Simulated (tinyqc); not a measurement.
Lattice vibrations of a chain, step by step. Computed by tinyqc, a small Python program that keeps every step. Command: `OMP_NUM_THREADS=1 python tinyqc.py 24291 24292 out.jsonl` (the two numbers bound the seeds that draw the settings). One thread of a shared host (Intel(R) Xeon(R) Processor @ 2.60GHz), about 0.01 s of CPU time with the checks.

## Dynamical matrix at q = 0.22

A chain moving along its axis:
```
atom                 mass (u)  spring to the next atom (eV/angstrom^2)
1                  110.800000                                10.800000
2                    5.500000                                 5.900000
second neighbours           -                                 2.500000
```

q is in units of 2 pi/a. A spring k from atom i to atom j, n cells on, adds k to Phi_ii and Phi_jj, -k exp(2 pi i q n) to Phi_ij and the conjugate to Phi_ji (for one atom a cell: 2k (1 - cos 2 pi q n)); D_ij = Phi_ij / sqrt(m_i m_j).

D(q) (eV/(angstrom^2 u)):
```
                     1                    2
1             0.187393  -0.482279+0.234768i
2  -0.482279-0.234768i             3.775108
```

## Frequencies

omega^2 are the eigenvalues; wavenumber = 521.4708 sqrt(eigenvalue) 1/cm.

eigenvalues: 0.108916  3.853584

wavenumbers (1/cm): 172.1  1023.7

weights |e|^2 of the mass-weighted modes:
```
          mode 1    mode 2
atom 1  0.979043  0.020957
atom 2  0.020957  0.979043
```

## Dispersion and heat capacity

C/k_B per atom = mean over q = (j + 1/2)/80, j = 0..39 and all branches of y^2 e^y/(e^y - 1)^2, y = hc wavenumber / k_B T.

Wavenumbers (1/cm):
```
q           branch 1     branch 2
0.000000    0.000000   930.951142
0.062500   55.666906   939.852711
0.125000  107.321202   964.962548
0.187500  152.071138  1001.861748
0.250000  188.524865  1044.322962
0.312500  216.414626  1085.640945
0.375000  235.988602  1119.795948
0.437500  247.579710  1142.184972
0.500000  251.417406  1149.966697
```

Heat capacity:
```
T (K)  C/k_B per atom
20           0.051703
50           0.147173
100          0.310366
200          0.452560
300          0.556753
600          0.796647
1200         0.937481
```

zero-point energy per atom = 37.478699 meV
